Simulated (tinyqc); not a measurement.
# Thickness from two neighbouring fringes

Inverse problem. At normal incidence a transparent film with an index between those of air and substrate, taken as constant, has reflectance minima at 2 n1 d = (m + 1/2) lam (small phase shifts at the substrate neglected). Find d and the order m of the shorter wavelength.

Values chosen for this exercise: index of the transparent film n1 = 1.465.

wavelengths of two neighbouring reflectance minima (nm): [498, 697.2]

Answer. Neighbouring orders differ by one: 2 n1 d (1/lam1 - 1/lam2) = 1.

d = 595 nm
m = 3

Computed by the program tinyqc: `OMP_NUM_THREADS=1 python tinyqc.py 2870167 2870168 out.jsonl`, one thread of a shared Intel Xeon 2.30GHz, about 0.3 s for the whole run.
